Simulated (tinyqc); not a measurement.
# Wafer bonding and layer transfer: bond energy, gap closing, particles, bonding of dissimilar wafers and hydrogen blisters, step by step

A worked calculation. Computed by tinyqc, a small Python program that keeps every step. Command: `OMP_NUM_THREADS=1 python tinyqc.py 3021509 3021510 out.jsonl bond walk`. One thread of a shared host (Intel(R) Xeon(R) Processor @ 2.30GHz), about 0.01 s of CPU time with the checks. Intermediate numbers are printed to about 6 digits and carried at full precision; extremes and crossings named in words are read from the listed rows.

gamma is the energy per area of each of the two surfaces; plates are isotropic, and both wafers have E1 and t1.

Inputs (values chosen for the exercise, with wafer 1 close to silicon):
```
quantity                                      value        unit
Young's modulus E1                              163         GPa
Poisson ratio nu                               0.27           -
thickness t1                                    525  micrometre
blade thickness t_b                              50  micrometre
crack length L                                 7.31          mm
particle radius h                             0.043  micrometre
radius of a shallow gap R                      0.52          mm
half height of the gap h_g                      2.8          nm
implant depth d                                 1.1  micrometre
hydrogen dose                                   4.4   1e16/cm^2
share of the dose released as H2               0.22           -
surface energy of the weakened plane gamma_s    1.5       J/m^2
anneal temperature T                            600           K
```

Pair: two equal wafers.

Constants: k_B = 1.380649e-23 J/K.

## Bond energy from the blade test

Two cantilevers opened by t_b: gamma = 3 t_b^2 E1 t1^3 E2 t2^3/(16 L^4 (E1 t1^3 + E2 t2^3)).

bond energy gamma = 1.93601 J/m^2

An error of 5 % in L changes gamma by about 20 %. This nears the fracture energy of the bulk. Caution: the crack is short against the thickness, so root rotation and shear add to the beam formula.

## Does a shallow gap close?

E' = E1/(1 - nu^2), equal wafers of thickness t1 assumed. A gap of radius R closes if h_g < h_c: h_c = R^2/sqrt((2/3) E' t1^3/gamma) for R > 2 t1 (plate bending), h_c = 3.6 sqrt(R gamma/E') for R < 2 t1 (local deformation).

closable height h_c = 272.413 nm

h_g/h_c = 0.0102785

The gap closes.

## Void around a particle

E' = E1/(1 - nu^2), equal wafers assumed. Void radius in the plate regime: R_v = [(2/3) E' t1^3/gamma]^(1/4) h^(1/2). Below h_crit = 5 sqrt(t1 gamma/E') the wafers deform locally and R_v is of the order of h (taken as h).

critical particle radius = 0.380166 micrometre

void radius = 0.043 micrometre

The particle is small enough to be embedded.

## Blistering after hydrogen implantation

A flat crack of radius r under a layer of thickness d, as a clamped plate: centre height w = 3 p r^4/(16 E' d^3), volume pi r^2 w/3, energy release G = 3 p^2 r^4/(32 E' d^3), E' = E1/(1 - nu^2). It grows when G = 2 gamma_s. The gas comes from the area pi r^2: p V = (dose x share/2) pi r^2 k_B T, and G = p w/2 = (3/2) N k_B T with N the H2 molecules per area. Share needed: G = 2 gamma_s. The pressure and height at growth are given for r = 10 d.

energy release G = 0.601411 J/m^2

share of the dose needed = 1.09742

pressure at growth = 22.6157 MPa

height at growth = 265.303 nm

The released gas does not suffice by this estimate. In this plate limit G depends on neither r nor d. Caution: more than the whole dose would be needed: stress and bond weakening, left out here, must do the rest.

## Closable height against the size of the gap

The formulas are those given above.

Gap closing:
```
R (mm)    regime     h_c (nm)  slope h_c/R
1.00e-04   local  3.77768e+00    0.0377768
1.00e-03   local  1.19461e+01    0.0119461
1.00e-02   local  3.77768e+01    0.0037777
1.00e-01   local  1.19461e+02    0.0011946
5.00e-01   local  2.67123e+02    0.0005342
2.00e+00   plate  1.35142e+03    0.0006757
5.00e+00   plate  8.44636e+03    0.0016893
2.00e+01   plate  1.35142e+05    0.0067571
5.00e+01   plate  8.44636e+05    0.0168927
```

Roughness of 100 nm scale may be 3.8 nm in half height, waviness of radius 5 cm as much as 840 micrometre: h_c goes as R^(1/2) when the wafer deforms locally and as R^2 when it bends. The allowed slope is least near R = 2 t1, so defects about 4 t1 wide are the hardest to close; bow matters little.

Checks made by the program: gamma against the derivative of the beam energy (relative difference below 1e-10).
